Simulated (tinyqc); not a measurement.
From one barrier to a miniband: Kronig-Penney superlattice by transfer matrices.

Wells (width a, potential 0, mass mw) alternate with barriers (width b, height V0, mass mb); period d = a + b; c = hbar^2/2m0. The vector (psi, psi'/m) is continuous, and a layer of thickness t carries it by M = [[cos kt, (m/k) sin kt], [-(k/m) sin kt, cos kt]] with k = sqrt(m (E - V)/c); for E < V, k = i kappa gives [[cosh, (m/kappa) sinh], [(kappa/m) sinh, cosh]] of kappa t. A Bloch state obeys cos(q d) = tr(Mb Mw)/2.

Constants: hbar^2/2m0 = 3.80998211 eV angstrom^2.

Values chosen for the exercise (near those of an InGaAs superlattice with barriers of InAlAs; not measured data): a = 74 angstrom (well width); b = 30 angstrom (barrier width); V0 = 0.551 eV (barrier height); mw = 0.0403 m0 (mass in the wells); mb = 0.0714 m0 (mass in the barriers).

Transmission through N barriers separated by wells, between leads of the well material: T = 4/[(M11 + M22)^2 + (u M12 - M21/u)^2] with u = k/mw and M the product over all layers; twelve evenly spaced energies around the first miniband.

Transmission:

| E (eV) | tr M/2 of a period | N = 1 | N = 2 | N = 4 | N = 8 |
|---|---|---|---|---|---|
| 0.069700 | 2.040 | 0.00870 | 0.000527 | 2.46e-06 | 5.43e-11 |
| 0.071549 | 1.609 | 0.00895 | 0.000871 | 1.25e-05 | 2.72e-09 |
| 0.073398 | 1.193 | 0.00920 | 0.00163 | 0.000120 | 8.90e-07 |
| 0.075247 | 0.791 | 0.00945 | 0.00380 | 0.0149 | 0.00492 |
| 0.077096 | 0.404 | 0.00971 | 0.0148 | 0.00820 | 0.199 |
| 0.078945 | 0.030 | 0.00996 | 0.731 | 0.405 | 0.147 |
| 0.080794 | -0.329 | 0.0102 | 0.0233 | 0.00961 | 0.0448 |
| 0.082642 | -0.675 | 0.0105 | 0.00577 | 0.157 | 0.0459 |
| 0.084491 | -1.008 | 0.0107 | 0.00266 | 0.000625 | 0.000122 |
| 0.086340 | -1.328 | 0.0110 | 0.00157 | 6.16e-05 | 1.11e-07 |
| 0.088189 | -1.636 | 0.0113 | 0.00106 | 1.40e-05 | 2.58e-09 |
| 0.090038 | -1.931 | 0.0115 | 0.000781 | 4.68e-06 | 1.72e-10 |

What does the comparison show?

5 of the energies lie in the miniband (|tr M/2| <= 1); there T for N = 8 runs between 0.00492 and 0.199. In the gaps it falls with N: at E = 0.0900 eV from 4.68e-06 (N = 4) to 1.72e-10 (N = 8), a slope of ln T of -2.55 a period, against -2 arccosh|tr M/2| = -2.55.

Computed by tinyqc, a small Python program: `OMP_NUM_THREADS=1 python tinyqc.py 1282769 1282770 out.jsonl` (the numbers bound the seed that draws the inputs); one thread of a shared host (Intel(R) Xeon(R) Processor @ 2.30GHz), about 0.05 s for the whole set of steps.
